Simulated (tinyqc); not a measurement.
Free and trapped electrons in a MOS channel with a dense trap tail: free and trapped charge against gate voltage.

p-type body, charge-sheet picture, full ionisation (an idealisation for deep acceptors), Boltzmann statistics for free electrons. e = Ec - EF at the surface. Acceptor-like traps of density D(E) = D0 + De exp(-E/Ew) at depth E below Ec, from 0 to Eu, hold n_t = integral of D(E)/(1 + exp((e - E)/Vt)). psi = Eg - Vt ln(Nv/Na) - e; N_dep = sqrt(2 eps0 eps_r Na (psi - Vt)/q); n_f = sqrt(N_dep^2 + 2 eps0 eps_r Vt Nc exp(-e/Vt)/q) - N_dep; Vg = Vfb + psi + q (N_dep + n_t + n_f)/Cox, Cox = eps0 eox/tox.

Free share n_f/(n_f + n_t); swing ln 10 n_f/(dn_f/dVg); field-effect mobility mf q (dn_f/dVg)/Cox, for a constant mf; oxide field q (N_dep + n_t + n_f)/(eps0 eox).

Parameters, values chosen for the exercise; band and dielectric values close to those of 4H silicon carbide:
- T = 250 K (temperature)
- Eg = 3.21 eV (band gap)
- eps_r = 9.52 (relative permittivity)
- Nc = 1.32e19 cm^-3 (conduction-band density of states at T)
- Nv = 1.9e19 cm^-3 (valence-band density of states at T)
- eox = 3.9 (relative permittivity of the insulator)
- tox = 49 nm (insulator thickness)
- Na = 9.5e16 cm^-3 (acceptor density)
- Vfb = -2.6 V (flat-band voltage without trapped charge)
- D0 = 1.2e10 cm^-2 eV^-1 (constant background density of acceptor-like traps)
- De = 5.8e12 cm^-2 eV^-1 (density of the tail at the conduction edge)
- Ew = 0.11 eV (decay energy of the tail)
- Eu = 0.84 eV (depth below Ec down to which the traps reach)
- mf = 89 cm^2/(V s) (mobility of free electrons)

Constants: q = 1.602176634e-19 C, kB = 1.380649e-23 J/K, Vt = kB T/q, eps0 = 8.8541878128e-14 F/cm where lengths are in cm. Results are converted to the units shown.

Free and trapped charge against gate voltage:
columns A: Vg (V); B: e (eV); C: n_f (cm^-2); D: n_t (cm^-2); E: free share (%); F: swing (mV/decade); G: field-effect mobility (cm^2/(V s)); H: oxide field (MV/cm)
```
A            B         C         D         E        F         G       H
4.1     0.2989   8.477e5  5.112e10  0.001658    131.4  0.003006  0.7965
5.1    0.08561  1.620e10  3.182e11     4.845    476.7     15.83  0.9571
6.1    0.02700  2.297e11  5.019e11     31.40     1674     63.93   1.149
7.1   0.004668  5.888e11  5.664e11     50.97     3497     78.44   1.349
8.1  -0.008584  9.902e11  5.953e11     62.46     5540     83.28   1.550
9     -0.01725  1.365e12  6.096e11     69.14     7463     85.24   1.732
10    -0.02490  1.790e12  6.195e11     74.29     9651     86.41   1.935
11    -0.03121  2.219e12  6.259e11     78.00  1.187e4     87.08   2.137
12    -0.03661  2.650e12  6.303e11     80.79  1.411e4     87.51   2.340
```

n_f reaches 1e11 cm^-2 at Vg = 5.63 V, against 4.63 V without traps. The free share rises from 0.00166 to 80.8 % and the field-effect mobility rises from 0.00301 to 87.5 cm^2/(V s), although mf = 89 is constant: in the last row 98.3 % of Cox dVg goes into free electrons. The swing in the first row is 131 mV a decade (Vt ln 10 = 49.6). For Vg = 6.1, 7.1, 8.1, 9, 10, 11, 12 EF lies less than 2 Vt below the band edge, or above it, where degeneracy and confinement, left out, matter.

Program tinyqc, `OMP_NUM_THREADS=1 python tinyqc.py 2222165 2222166 out.jsonl`; Intel Xeon 2.30GHz, shared host, one thread, about 0.02 s.
